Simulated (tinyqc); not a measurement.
Comparisons within one model: Franz-Keldysh effect at a direct gap. A value that a table varies takes the place of the one given here.

Parabolic bands, vertical transitions, no excitons. For each hole band j: mr = me mj/(me + mj); joint density of states J_j(E) = (mr/c)^(3/2) sqrt(E - Eg)/(2 pi^2), both spins, c = hbar^2/2m0; averaged matrix element |e.p|^2 = m0 Ep/6; alpha_j(E) = 4 pi^2 alpha_f c Ep J_j/(3 nr E) in 1/angstrom (alpha_f the fine-structure constant, listed as alpha among the constants), times 1e8 for 1/cm.

In a field Fd (1 kV/cm = 1e-5 V/angstrom) the electro-optic energy of band j is th = (c (e Fd)^2/mr)^(1/3), and sqrt(E - Eg) in J_j is replaced by pi sqrt(th) [Ai'(b)^2 - b Ai(b)^2] with b = (Eg - E)/th; Ai is the Airy function.

Constants: hbar^2/2m0 = 3.80998211 eV angstrom^2; fine-structure constant alpha = 0.007297352564.

Parameters, chosen for this exercise (near those of InP; shifted at random, so the results belong to these values and not to a real crystal): Eg = 1.349 eV (direct gap); me = 0.0818 m0 (electron mass); mhh = 0.608 m0 (heavy-hole mass); mlh = 0.0879 m0 (light-hole mass); Ep = 20.1 eV (Kane energy); nr = 3.34 (refractive index); Fd = 87 kV/cm (uniform field); det = 40 meV (detuning below the gap).

## Spectrum around the gap

Absorption (1/cm):
```
E - Eg (eV),alpha(0),alpha(F),change
-0.0855,0,2.782,3
-0.0684,0,11.77,12
-0.0513,0,45.44,45
-0.0342,0,157.2,157
-0.0171,0,478.2,478
0.0000,0,1250,1250
0.0171,4032,2745,-1287
0.0342,5631,4946,-685
0.0513,6813,7177,364
0.0684,7772,8428,657
0.0855,8585,8623,38
0.1026,9294,8971,-323
0.1368,10485,1.061e+04,124
0.1710,11459,1.154e+04,82
```

At the gap alpha(F) = 1250 1/cm; 68.4 meV below it 11.8 1/cm remain, the tail falling as exp(-(4/3) b^(3/2)). Among the energies listed the largest rise is 1250 1/cm at E - Eg = 0.0 meV and the largest fall -1287 1/cm at 17.1 meV. It changes sign between 0.0 and 17.1 meV, between 34.2 and 51.3 meV, between 85.5 and 102.6 meV and between 102.6 and 136.8 meV; th is 34.2 meV for heavy holes and 40.8 meV for light holes.

## Tail absorption against field

At E = Eg - det; the field takes the values listed. The last column is the length for 10 dB of loss.

Results:
```
Fd (kV/cm),th heavy (meV),b heavy,alpha (1/cm),length (micrometre)
10,8.08,4.948,0.000378,6.09e+07
20,12.83,3.117,0.245,9.38e+04
40,20.37,1.963,9.86,2.34e+03
60,26.70,1.498,40.0,576
100,37.53,1.066,141,163
150,49.17,0.813,293,78.6
250,69.12,0.579,585,39.4
400,94.56,0.423,950,24.2
```

alpha grows by 5.0 decades from 10 to 60 kV/cm and by a factor 1.62 over the last step, where the field grows by 1.6: the exponent (4/3) b^(3/2) goes as 1/Fd, so the gain is steep only while b > 1 (deep in the tail the light-hole pair, with its smaller b, carries most of it), that is up to 100 kV/cm of those listed. Values below about 10 1/cm lie under the Urbach and exciton tails of a real crystal, left out here.

## What moves the tail

At E = Eg - det. Each row changes one parameter from the base and keeps the others.

Results:
```
case,th heavy (meV),alpha (1/cm)
base,34.199,104.6
Fd = 113 kV/cm,40.711,179.7
det = 50 meV,34.199,50.14
me = 0.0941 m0,32.831,108.0
mlh = 0.1143 m0,34.199,107.3
Ep = 22.1 eV,34.199,115.0
nr = 3.51,34.199,99.54
```

The largest shifts from the base row, up to three for each result and ties (the steps differ in size, so this ranks the rows, not the parameters). th heavy (meV): Fd +6.513, me -1.367; unchanged at the printed digits by det, mlh, Ep and nr. alpha (1/cm): Fd +75.1, det -54.5, Ep +10.4.

Run: tinyqc, `OMP_NUM_THREADS=1 python tinyqc.py 1652413 1652414 out.jsonl`; Intel(R) Xeon(R) Processor @ 2.30GHz, one thread, shared host; about 0.01 s of CPU time with all checks.
